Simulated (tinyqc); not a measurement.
From results back to parameters: band edges of strained Si(1-x)Ge(x) on relaxed Si(1-y)Ge(y). Three cases, with inputs chosen for the exercise.

Problem. A layer on a (001) buffer has its Delta valleys split into the four in the plane and the two along z: E(Delta4) - E(Delta2) = XuD (e_par - e_perp), e_perp = -2 (C12/C11) e_par, e_par = (a(y) - a(x))/a(x). The splitting is given; find the strain and the Ge fraction y of the buffer.

Values are linear in the Ge fraction but for ED(x) = linear - CD x (1 - x) and a(x) = linear - Ca x (1 - x). Energies are on the common scale of Ev.

Case 1.

Values chosen (end members near Si and Ge, in this order; the results hold for these values, not for the real material): a = (5.438, 5.65) angstrom (lattice constant); Ca = 0.028 angstrom (bowing of the lattice constant); XuD = (9.45, 9.39) eV (uniaxial potential, Delta); C11 = (167.6, 127.3) GPa; C12 = (63, 48.1) GPa; x = 0.24 (Ge fraction of the layer).

E(Delta4) - E(Delta2) = -0.138028 eV

Case 2.

Values chosen (end members near Si and Ge, in this order; the results hold for these values, not for the real material): a = (5.426, 5.658) angstrom (lattice constant); Ca = 0.024 angstrom (bowing of the lattice constant); XuD = (8.93, 9.44) eV (uniaxial potential, Delta); C11 = (164.9, 128.1) GPa; C12 = (63.9, 48.5) GPa; x = 0 (Ge fraction of the layer).

E(Delta4) - E(Delta2) = 0.227832 eV

Case 3.

Values chosen (end members near Si and Ge, in this order; the results hold for these values, not for the real material): a = (5.426, 5.654) angstrom (lattice constant); Ca = 0.025 angstrom (bowing of the lattice constant); XuD = (8.94, 9.34) eV (uniaxial potential, Delta); C11 = (164.4, 126.7) GPa; C12 = (64.4, 47.6) GPa; x = 1 (Ge fraction of the layer).

E(Delta4) - E(Delta2) = -0.233673 eV

Find: e_par; a(y); y.

Solution. e_par = splitting/(XuD (1 + 2 C12/C11)) with the values at x; a(y) = a(x)(1 + e_par); a(y) rises steadily with y, so one root lies in the range.

Case 1.

e_par = -0.00835
a(y) = 5.4380 angstrom
y = 0

Case 2.

e_par = 0.01437
a(y) = 5.5040 angstrom
y = 0.360

Case 3.

e_par = -0.01429
a(y) = 5.5732 angstrom
y = 0.670

Computed by tinyqc, one run a case: `OMP_NUM_THREADS=1 python tinyqc.py N N+1 out.jsonl` with N = 1051186, 1051381, 1051389; one thread of a shared Intel(R) Xeon(R) Processor @ 2.30GHz, about 0.01 s a run at most.
